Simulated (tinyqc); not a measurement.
Inside a calculation. Model: permeation of metal atoms or ions through a thin barrier or dielectric: time lag, field-aided drift and lifetime. Computed by tinyqc, a small Python program that keeps every step. Command: `OMP_NUM_THREADS=1 python tinyqc.py 3011786 3011787 out.jsonl barrier walk`. One thread of a shared host (Intel(R) Xeon(R) Processor @ 2.30GHz), about 0.01 s of CPU time with the checks. Intermediate numbers are printed to about 6 digits and carried at full precision; extremes and crossings named in words are read from the listed rows.

The film 0 < x < d is empty at first; C = C0 at x = 0 and C = 0 at x = d. dC/dt = D d2C/dx2 - v dC/dx with drift v = D z e V/(k_B T d) (uniform field, no space charge).

Inputs (values chosen for the exercise, for a model case: singly charged ions through a dielectric):
```
quantity                                   value    unit
thickness d                                   56      nm
prefactor D0                               2e-08  cm^2/s
activation energy E                         0.86      eV
concentration at the source side C0      1.3e+13  1/cm^3
charge number z                                1       -
voltage V (positive drives ions across)      0.1       V
critical dose Q_c                          1e+08  1/cm^2
test temperature T                           225       C
use temperature T_u                           70       C
time in units of d^2/D, s                  0.022       -
```

Constants: k_B = 8.617333262e-05 eV/K.

## Scales

D = D0 exp(-E/(k_B T)); time scale d^2/D; Peclet number P = z V/(k_B T), k_B T in eV; 1 nm = 1e-7 cm. Temperatures in kelvin are T(C) + 273.15.

diffusivity D = 3.98492e-17 cm^2/s

time scale d^2/D = 786967 s

Peclet number P = 2.32952

## Steady flux and time lag

Steady flux J = (D C0/d) P/(1 - exp(-P)); time lag in units of d^2/D: s_L = [P (1 + exp(-P))/(1 - exp(-P)) - 2]/P^2 (P = 0: J = D C0/d, s_L = 1/6).

flux relative to D C0/d = 2.58074

steady flux J = 238.736 1/(cm^2 s)

time lag s_L = 0.153308

time lag = 120648 s

Drift and diffusion both act.

## Dose at time s

Dose through the film Q(s) = C0 d {f (s - s_L) - 2 exp(P/2) sum_(n=1..200) (-1)^n n^2 pi^2 exp(-l_n s)/l_n^2}, l_n = n^2 pi^2 + P^2/4, f = P/(1 - exp(-P)) the relative flux.

Q/(C0 d) = 4.75664e-07

dose Q = 34.6284 1/cm^2

time = 17313.3 s

## Time to the critical dose

Solve Q = Q_c for s. At the use temperature D and P take T_u, with the same C0 and V; 1 year = 3.15576e7 s.

s at the critical dose = 0.685481

failure time at T = 539451 s

failure time at T_u = 113.312 years

Failure comes within a few time lags. Caution: grain boundaries, pinholes, trapping and space charge are left out; thin real barriers usually fail at defects.

## Approach to the steady line

Short-time form for P = 0: Q/(C0 d) = 4 sqrt(s) ierfc(1/(2 sqrt(s))), ierfc(y) = exp(-y^2)/sqrt(pi) - y erfc(y).

Q/(C0 d):
```
s          series  steady line f (s - s_L)  series without field  short-time form, no field
0.03  1.50066e-05                 -0.31823           4.84192e-06                4.84192e-06
0.05  8.20534e-04                 -0.26661           2.69342e-04                2.69342e-04
0.08  9.56434e-03                 -0.18919           3.20662e-03                3.20662e-03
0.12  4.34237e-02                 -0.08596           1.48873e-02                1.48873e-02
0.20  1.73620e-01                  0.12050           6.14638e-02                6.14632e-02
0.30  3.95874e-01                  0.37857           1.43824e-01                1.43786e-01
0.50  8.96554e-01                  0.89472           3.34791e-01                3.33262e-01
0.80  1.66901e+00                  1.66894           6.33409e-01                6.18380e-01
1.20  2.70124e+00                  2.70124           1.03333e+00                9.70022e-01
```

The dose lies above the steady line at all times and, among these rows, is within 1 % of it from s = 0.5 on (the lag is s_L = 0.153); for a known P the intercept of that line gives D and its slope D C0. The field changes the dose by a factor 3.10 in the first row and 2.61 in the last; at short times the factor tends to exp(P/2) = 3.21.

Checks made by the program: series against a 300-cell finite-difference solution (relative difference 1e-04).
